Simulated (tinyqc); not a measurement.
Sp3 tight binding, zinc-blende lattice, step by step. One step of it, computed by the program tinyqc.

Problem. Bloch Hamiltonian at k. Slater-Koster rules over the four bonds with direction cosines (l, m, n): ss V_ss; s-px l V_sp; px-s -l V_sp; px-px l^2 V_pps + (1 - l^2) V_ppp; px-py l m (V_pps - V_ppp); each times exp(i k.d).

Parameters chosen for this model: zinc-blende lattice, anion at 0, cation at a/4 (1,1,1); V = eta hbar^2 / (m d^2), hbar^2/m = 7.619964 eV angstrom^2:
```
parameter          value      unit
a               4.320000  angstrom
d               1.870615  angstrom
Es anion      -17.810000        eV
Ep anion       -8.380000        eV
Es cation     -13.490000        eV
Ep cation      -6.120000        eV
eta ss         -1.530000
eta sp          1.630000
eta pp sigma    3.270000
eta pp pi      -0.590000
V ss           -3.331774        eV
V sp            3.549537        eV
V pp sigma      7.120851        eV
V pp pi        -1.284802        eV
```

k point k (2 pi / a): [-0.540000, -0.730000, 0.670000]

Give: H(k) at k.

Solution.

H(k) at k (eV), order a s, a px, a py, a pz, c s, c px, c py, c pz:
$$\begin{pmatrix}
-17.810 & 0.000 & 0.000 & 0.000 & -1.797+7.914i & 4.292-1.254i & 2.198-2.448i & -2.777+1.938i \\
0.000 & -8.380 & 0.000 & 0.000 & -4.292+1.254i & 0.818-3.604i & -3.796+2.649i & 3.005-3.347i \\
0.000 & 0.000 & -8.380 & 0.000 & -2.198+2.448i & -3.796+2.649i & 0.818-3.604i & 5.868-1.714i \\
0.000 & 0.000 & 0.000 & -8.380 & 2.777-1.938i & 3.005-3.347i & 5.868-1.714i & 0.818-3.604i \\
-1.797-7.914i & -4.292-1.254i & -2.198-2.448i & 2.777+1.938i & -13.490 & 0.000 & 0.000 & 0.000 \\
4.292+1.254i & 0.818+3.604i & -3.796-2.649i & 3.005+3.347i & 0.000 & -6.120 & 0.000 & 0.000 \\
2.198+2.448i & -3.796-2.649i & 0.818+3.604i & 5.868+1.714i & 0.000 & 0.000 & -6.120 & 0.000 \\
-2.777-1.938i & 3.005+3.347i & 5.868+1.714i & 0.818+3.604i & 0.000 & 0.000 & 0.000 & -6.120
\end{pmatrix}$$
